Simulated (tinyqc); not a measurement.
# Pelgrom slope, floor and doping from two device sizes

Inverse problem. s^2 = A^2/(L W) + s0^2, with s0 independent of size and A = (q/Cox) sqrt(Na Wd/3) from random dopants alone, Cox = 3.9 eps0/ti. Find A, s0 and Na.

Values chosen for this exercise:
- ti = 2.6 nm (oxide-equivalent thickness in inversion)

Constants: q = 1.602176634e-19 C, eps0 = 8.8541878128e-14 F/cm where lengths are in cm. Results are converted to the units shown.

s for gate areas 0.0024 and 0.073 um^2 (mV): [25.4447124, 6.19237725]
Wd = 36.2319186 nm

Answer. s^2 is linear in 1/area: slope A^2, intercept s0^2.

A = 1.23 mV um
s0 = 4.20 mV
Na = 8.60e17 cm^-3

Computed by the program tinyqc: `OMP_NUM_THREADS=1 python tinyqc.py 2090117 2090118 out.jsonl`, one thread of a shared Intel Xeon 2.30GHz, about 0.01 s for the whole run.
